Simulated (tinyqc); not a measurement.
## A square-lattice strip 2 sites wide in a magnetic flux, recursive Green functions: effect of the strength of the potential

The device has N = 3 slices of 2 site(s), nearest-neighbour hopping -t, and site energies U; the leads are semi-infinite continuations with site energy 0 and no flux. The hopping from slice i to i + 1 inside the device carries the phase exp(2 pi i f j) on row j = 1, 2, ...: V = <i+1|H|i> = -t diag(exp(2 pi i f j)).

Transverse modes n = 1..2: chi_n(j) = sqrt(2/3) sin(pi n j/3), energy e_n = -2 t cos(pi n/3). Sigma = t^2 sum_n chi_n chi_n^T g(E - e_n), g(x) = (x - i sqrt(4 t^2 - x^2))/(2 t^2) for |x| < 2 t and (x - sign(x) sqrt(x^2 - 4 t^2))/(2 t^2) otherwise; Gamma = i (Sigma - Sigma^dagger); both leads give the same. Forward pass: g_1 = (E - H_1 - Sigma)^(-1), g_i = (E - H_i - V g_(i-1) V^dagger)^(-1), with Sigma also subtracted on the last slice; G_(i,1) = g_i V G_(i-1,1), starting from g_1. H_i is the block of slice i: its site energies on the diagonal and -t between neighbouring rows. T(E) = Tr[Gamma G_(N,1) Gamma G_(N,1)^dagger]. All U are multiplied by the factor sc.

Parameters, values chosen for the exercise: hopping (matrix element -t) t = 1 eV; site energies, slice by slice (2 a slice) U = [-0.37, -0.46, -0.1, 0.27, -0.07, -0.4] eV; energy E = -1.73 eV; magnetic flux through each plaquette inside the device f = 0.42 h/q.

Results:
```
sc      T(E)  reflection, modes - T(E)
0     0.9813                   0.01870
0.25  0.9844                   0.01564
0.75  0.9674                   0.03258
1     0.9409                   0.05910
1.25  0.8943                    0.1057
1.5   0.8225                    0.1775
1.75  0.7256                    0.2744
2     0.6114                    0.3886
```

Estimate the missing row, sc = 0.5.

Computed row:
```
sc     T(E)  reflection, modes - T(E)
0.5  0.9803                   0.01966
```

With this row back in the table: T(E) goes from 0.981 through a maximum of 0.984 (at sc = 0.25 among the rows listed) to 0.611. At sc = 0 the flux alone reflects 0.0187 of the 1 open mode(s).

tinyqc, about 0.01 s, one thread, Intel Xeon 2.30GHz (shared host): `OMP_NUM_THREADS=1 python tinyqc.py 2660032 2660033 out.jsonl`
